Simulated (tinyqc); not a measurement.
Tight binding, dimerised chain, step by step. One step of it, computed by the program tinyqc.

Question. Open chain of 3 cells. The same hoppings without the wrap-around bond.

H of the open chain (eV), lower triangle:
```
           1          2          3          4          5         6
1   0.000000
2  -1.230000   0.000000
3   0.000000  -1.880000   0.000000
4   0.000000   0.000000  -1.230000   0.000000
5   0.000000   0.000000   0.000000  -1.880000   0.000000
6   0.000000   0.000000   0.000000   0.000000  -1.230000  0.000000
```

Give: levels; weights of the highest filled level on the sites.

Answer.

levels (eV): -2.7968  -1.9143  -0.3476  0.3476  1.9143  2.7968

weights of the highest filled level on the sites: 0.3467  0.0277  0.1256  0.1256  0.0277  0.3467

The bulk gap runs from -0.6500 to 0.6500 eV; 2 level(s) of this chain lie inside it: end states, which need the weaker bond inside the cell and a chain longer than their decay length.
